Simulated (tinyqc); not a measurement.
From one set of inputs to another, one input at a time: anisotropic wet etching of Si(100): plane rates, V-grooves, membranes and undercut. Computed by tinyqc, a small Python program. Command: `OMP_NUM_THREADS=1 python tinyqc.py 3004137 3004138 out.jsonl wetetch ladder`. One thread of a shared host (Intel(R) Xeon(R) Processor @ 2.30GHz), about 0.01 s of CPU time with the checks.

A long slot opens the mask on a (100) wafer. The floor etches at R100; (111) walls stand at theta = arctan(sqrt2) = 54.7356 degrees to the surface and recede at R111 along their normal.

The inputs printed are set A. Set A is close to those used for potassium hydroxide solutions; the values taken over come from a set close to those used for tetramethylammonium hydroxide solutions. Inputs not listed in the table keep their values of set A, so the rows need not describe a real material.

Inputs (values chosen for the exercise, close to those used for potassium hydroxide solutions):
```
quantity                                                                    value     unit
prefactor k0 of the (100) rate                                            3.2e+08   um/min
activation energy of (100), E                                               0.596       eV
ratio (100)/(111) at 80 C                                                      54        -
extra energy of (111), dE                                                    0.14       eV
ratio (100)/oxide at 80 C                                                     140        -
extra energy of the oxide, dE_ox                                             0.25       eV
corner undercut rate over (100) rate, c                                       3.2        -
bath temperature T                                                             50        C
width w (mask opening along <110>, or membrane width in the design step)      190       um
misalignment of the mask                                                      0.5  degrees
etch time t                                                                   390      min
wafer thickness d                                                             380       um
membrane thickness wanted                                                      34       um
```

Constants: k_B = 8.617333262e-05 eV/K.

Method:
- R100 = k0 exp(-E/(k_B T)); a ratio given at 80 C scales as exp[(extra energy/k_B)(1/T - 1/353.15 K)]; R111 and R_ox follow by division.
- Temperatures in kelvin are T(C) + 273.15.
- A misaligned edge exposes ledges and adds R100 sin(misalignment) to the lateral rate (a simple estimate): u = R111/sin(theta) + R100 sin(misalignment). Top width W = w + 2 u t; floor width b = W - 2 z/tan(theta) = W - sqrt2 z. The floor lasts until b = 0, at t_V = w/(sqrt2 R100 - 2u); depth z = R100 t before t_V and W/sqrt2 after.
- Etch depth d - membrane, time = depth/R100; for a membrane as wide as w the opening must be w + sqrt2 depth - 2 u time; oxide mask consumed R_ox x time; a 1 K error changes the depth by the fraction E/(k_B T^2); a convex mask corner, such as that of a mesa, would retreat by c x depth.

Each row keeps all changes above it:
```
input moved                                                                                 from                to  top width W (um)  oxide consumed (nm)  opening needed (um)
set A                                                                                          -                 -             193.0                 1153                663.0
misalignment of the mask (degrees)                                                           0.5                 0             191.9                 1153                669.1
bath temperature T (C)                                                                        50                40             190.8                  865                670.6
ratio (100)/(111) at 80 C                                                                     54                15             192.9                  865                647.9
width w (mask opening along <110>, or membrane width in the design step) (um)                190               3.5               6.4                  865                461.4
prefactor k0 of the (100) rate (um/min) and activation energy of (100), E (eV)  320000000, 0.596  590000000, 0.619               5.8                  865                461.4
ratio (100)/oxide at 80 C                                                                    140              3800               5.8                   32                461.4
```

Which inputs carry the difference?

top width W goes from 193 to 5.78, a factor 0.0299 in all. The largest single move comes from width w (mask opening along <110>, or membrane width in the design step) (a factor 0.0332). Oxide consumed goes from 1150 to 31.9, a factor 0.0277 in all. The largest single move comes from ratio (100)/oxide at 80 C (a factor 0.0368). Opening needed goes from 663 to 461, a factor 0.696 in all. The largest single move comes from width w (mask opening along <110>, or membrane width in the design step) (a factor 0.712). The single moves hold for this order of the switches; the total does not depend on the order.

Caution (all rows): rates also depend on concentration, doping, additives and stirring, all held fixed here. Caution (rows width w (mask opening along <110>, or membrane width in the design step), prefactor k0 of the (100) rate, ratio (100)/oxide at 80 C): the remaining silicon is too narrow for its thickness to act as a membrane.

Extremes, crossings and ranges named in words are read from the listed rows.
